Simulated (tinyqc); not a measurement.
Growth of a silicide layer between metal and silicon: linear-parabolic kinetics, ramp anneals and Kissinger analysis: one step, computed by the program tinyqc. Command: `OMP_NUM_THREADS=1 python tinyqc.py 3024731 3024732 out.jsonl silicide walk`. One thread of a shared host (Intel(R) Xeon(R) Processor @ 2.30GHz), about 0.1 s of CPU time with the checks.

One compound layer of thickness x grows by diffusion through itself and reaction at an interface, dx/dt = 1/(2x/K + 1/v), until the metal is used up at x = a h.

Problem. Geometry at full reaction. Silicon consumed b h, sheet resistance rho/(final thickness) with 1 micro-ohm cm/nm = 10 ohm; margin to the junction x_j - b h.

Inputs (values chosen for the exercise, modelled on CoSi2): metal thickness h = 54 nm; silicon consumed per metal thickness b = 3.64; silicide resistivity = 18 micro-ohm cm; junction depth x_j = 52 nm.

final thickness = 190.08 nm

Give: silicon consumed; sheet resistance; margin to the junction.

Solution.

silicon consumed = 196.56 nm

sheet resistance = 0.94697 ohm/square

margin to the junction = -144.56 nm

The silicide would punch through the junction.
